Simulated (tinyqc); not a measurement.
## Deep-level transient spectroscopy: the DLTS spectrum

Schottky contact on an n-type layer with shallow donors Nd (all ionised) and a donor-like deep trap, neutral when filled and positive when empty; depletion approximation. Traps within lam of the depletion edge stay filled. A long pulse to Vp fills the traps beyond x1 = Wp - lam; back at Vr those between x1 and x2 = Wr - lam emit. A rate window reads S = C(t2) - C(t1).

Emission rate en = sn vth(T) Nc(T) exp(-Et/kB T) = sn g T^2 exp(-Et/kB T), g = vth Nc/(300 K)^2, as vth goes as T^0.5 and Nc as T^1.5 (degeneracy factor 1). lam = sqrt(2 eps0 eps_r (EF - ET)/(q Nd)), EF - ET = Et - (kB T/q) ln(Nc(T)/Nd), Nc(T) = Nc (T/300 K)^1.5. In the steady state at the band bending V, 2 eps0 eps_r V/q = Nd W^2 + Nt (W - lam)^2 (the second term only if W > lam). W(t)^2 = Wr^2 + (Nt/Nd)(x2^2 - x1^2) exp(-en t), C = eps0 eps_r/W; for small Nt, dC/C = -(Nt/2 Nd) G exp(-en t) with G = (x2^2 - x1^2)/Wr^2. For an exponential transient S peaks where en = ew = ln(t2/t1)/(t2 - t1).

Values chosen for this exercise; material values close to those of 4H silicon carbide:
- eps_r = 9.88 (relative permittivity)
- Nc = 1.68e19 cm^-3 (conduction-band density of states at 300 K)
- vth = 1.9e7 cm/s (thermal velocity at 300 K)
- Nd = 9.1e15 cm^-3 (shallow donor density)
- Vbi = 1.16 V (built-in voltage)
- Et = 0.17 eV (depth of the trap below the conduction edge)
- sn = 9.3e-17 cm^2 (capture cross-section)
- Nt = 3.7e15 cm^-3 (trap density)
- Vr = 9.6 V (reverse bias)
- Vp = 0 V (reverse bias during the filling pulse)
- t1 = 0.2 ms (first sampling time)
- t2 = 0.5 ms (second sampling time)

Constants: q = 1.602176634e-19 C, kB = 1.380649e-23 J/K, eps0 = 8.8541878128e-14 F/cm where lengths are in cm. Results are converted to the units shown.

The DLTS spectrum:
```
T (K),en (1/s),S (pF/cm^2)
114,130.81,33.740
119,294.93,73.364
123,540.21,126.91
128,1094.6,224.33
132,1857.1,311.79
136,3059.6,368.73
141,5500.6,329.27
145,8557.2,213.85
150,14412,73.345
154,21377,18.671
159,34092,1.4812
163,48581,0.081998
```

Read the table: what changes, and by how much?

S goes from 33.7 through a maximum of 369 (at T = 136 K among the rows listed) to 0.0820 pF/cm^2; en equals ew = 3050 1/s at 136.0 K. Colder, the trap has hardly emitted by t2; warmer, it is empty before t1. Rows above half of the largest S span 128 to 145 K.

Range of the model: With Nt above a tenth of Nd the edge x2 moves during the transient, which this model holds fixed, and the transient is not a plain exponential.

tinyqc, about 0.01 s, one thread, Intel Xeon 2.30GHz (shared host): `OMP_NUM_THREADS=1 python tinyqc.py 2050161 2050162 out.jsonl`
